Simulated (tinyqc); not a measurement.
# Two-junction solar cell, detailed-balance limit: effect of the gap of the bottom cell

The top cell takes all photons above E1, the bottom cell those between E2 and E1. Each cell follows J = Jsc - J0 (exp(V/Vt) - 1) with J0 = q ge Phi(gap, T)/ERE; light emitted by one cell and absorbed by the other is left out. In series both carry one current; wired apart (four terminals) each works at its own maximum power point. Efficiencies are counted against Pin = fs X sigma Ts^4.

Photon flux above E from a black body at temperature T into a hemisphere: Phi(E, T) = A sum_k exp(-k E/th)[E^2 th/k + 2 E th^2/k^2 + 2 th^3/k^3], k = 1, 2, ..., with th = kB T/q in eV and A = 2 pi q^3/(h^3 c^2). J1 = q fs X Phi(E1, Ts), J2 = q fs X [Phi(E2, Ts) - Phi(E1, Ts)], J01 and J02 as above; sigma = 2 pi^5 kB^4/(15 h^3 c^2). In series V(J) = Vt [ln((J1 - J)/J01 + 1) + ln((J2 - J)/J02 + 1)], and J V(J) is largest where V = J Vt [1/(J1 - J + J01) + 1/(J2 - J + J02)]. Apart, each cell has (1 + v) exp(v) = 1 + Jsc/J0 at its maximum power point, v = Vmp/Vt.

Values chosen for this exercise:
```
symbol    value  unit                                    meaning
T           298     K                           cell temperature
Ts         5760     K          temperature of the black-body sun
fs      2.16e-5        share of the hemisphere filled by the sun
X             1                                    concentration
ERE        0.01                    external radiative efficiency
ge            1                        number of faces that emit
E1         1.72    eV                        gap of the top cell
```

Constants: q = 1.602176634e-19 C, kB = 1.380649e-23 J/K, h = 6.62607015e-34 J s, c = 299792458 m/s, Vt = kB T/q. Results are converted to the units shown.

The same in every row: J1 (mA/cm^2) = 27.71.

Effect of the gap of the bottom cell:

| E2 (eV) | J2 (mA/cm^2) | series efficiency (%) | four-terminal efficiency (%) |
|---|---|---|---|
| 0.5 | 57.86 | 28.15 | 29.76 |
| 0.65 | 50.12 | 30.77 | 33.46 |
| 0.79 | 42.53 | 33.19 | 35.81 |
| 0.94 | 34.40 | 35.66 | 36.96 |
| 1.08 | 27.06 | 36.49 | 36.78 |
| 1.23 | 19.66 | 29.21 | 35.38 |
| 1.37 | 13.30 | 21.12 | 33.12 |
| 1.52 | 7.140 | 12.06 | 29.89 |

What does the table show?

As E2 goes from 0.5 to 1.52 eV, the series efficiency goes from 28.2 through a maximum of 36.5 (at E2 = 1.08 eV among the rows listed) to 12.1 %, and the four-terminal one goes from 29.8 through a maximum of 37.0 (at E2 = 0.94 eV among the rows listed) to 29.9 %. Among the rows the two lie closest, 0.29 points apart, at E2 = 1.08 eV, where J1/J2 = 1.02; the spread over the rows is 24.4 points in series and 7.20 apart. Current matching makes the series cell the more sensitive one.

tinyqc, about 0.01 s, one thread, Intel Xeon 2.30GHz (shared host): `OMP_NUM_THREADS=1 python tinyqc.py 2820118 2820119 out.jsonl`
